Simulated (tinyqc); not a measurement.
# Electron continuity equation in a given potential, Scharfetter-Gummel discretisation: current and errors against the applied potential

Steady state in one dimension: J = q mu n E + q D dn/dx with E = -dpsi/dx and D = mu Vt, dJ/dx = 0, fixed densities nL and nR at the ends. The potential is given, psi = 0 for x < L/2 and U (2 x/L - 1) beyond, and is not changed by the electrons.

9 equal intervals. Fluxes J_i = (q D/h)(n_(i+1) P_i - n_i Q_i), d_i = (psi_(i+1) - psi_i)/Vt: Scharfetter-Gummel P = B(d), Q = B(-d), B(d) = d/(exp(d) - 1); central P = 1 - d/2, Q = 1 + d/2; upwind P = 1 + max(-d, 0), Q = 1 + max(d, 0). Balance at each inner node: J_i - J_(i-1) = 0. The reference is Scharfetter-Gummel on 4000 intervals or more. Errors are those of J on the first interval against the reference at its midpoint; errors under 1e-6 % are printed as 0.

Inputs (values chosen for the exercise); mobility close to that of silicon at room temperature:
```
symbol,value,unit,meaning
T,450,K,temperature
mu,1340,cm^2/(V s),electron mobility
L,0.11,um,length of the region
nL,1.2e13,cm^-3,density at x = 0
nR,2.2e14,cm^-3,density at x = L
```

Constants: q = 1.602176634e-19 C, kB = 1.380649e-23 J/K, Vt = kB T/q. Results are converted to the units shown.

Current and errors against the applied potential:
```
U (V),largest |d|,reference J (A/cm^2),SG error (%),central error (%),upwind error (%),"most negative central n (cm^-3), 0 if none"
-0.017,0.09742,220.9,-0.122,-0.140,1.03,0
-0.07,0.4011,526.1,-0.312,-0.0343,-3.82,0
-0.17,0.9742,1400,-0.168,1.16,-9.51,0
-0.35,2.006,3003,-8.69e-3,0.0972,-4.62,0
-0.52,2.980,4466,-2.92e-4,-0.365,-1.95,0
-0.77,4.413,6613,-1.40e-6,-0.458,-0.683,0
-1,5.731,8588,0,17.4,-0.312,-4.47e14
-1.6,9.169,1.374e4,0,-188,-0.0675,-7.09e15
```

The reference current rises from 221 to 13700 A/cm^2. The largest errors in size are 0.31 % (Scharfetter-Gummel), 190 % (central) and 9.5 % (upwind). Central differences give negative densities for U = -1, -1.6 V; these rows have |d| above 2, which makes negative values possible though not certain.

Range of the model: The drift velocity mu E exceeds 1e7 cm/s somewhere, where real mobilities no longer stay constant.

Numbers from tinyqc (`OMP_NUM_THREADS=1 python tinyqc.py 2220061 2220062 out.jsonl`; about 0.01 s on one thread of a shared Intel Xeon 2.30GHz).
